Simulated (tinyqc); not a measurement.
Equilibrium and kinetic segregation of a solute to boundaries and growing surfaces: one step, computed by the program tinyqc.

Task: How fast the boundary fills. McLean kinetics from a uniform start, fed from both sides, with a constant enrichment beta = theta_inf/x0: (theta - x0)/(theta_inf - x0) = 1 - exp(s^2) erfc(s), s = 2 sqrt(D t)/(beta delta); half filling at s = 0.7691, t = (0.7691 beta delta/2)^2/D. D is an input and does not follow T.

Inputs (values chosen for the exercise, for a model alloy): total solute fraction x0 = 0.0016; temperature T = 1000 K; boundary thickness delta = 0.67 nm; bulk diffusivity D = 8e-21 m^2/s; anneal time t = 22 s.

coverage theta_inf = 0.6701935

Give: s; degree of filling; time to half filling; diffusion length sqrt(D t).

Result:

s = 0.0029897

degree of filling = 0.0033646

time to half filling = 1.4559e+06 s

diffusion length sqrt(D t) = 0.41952 nm
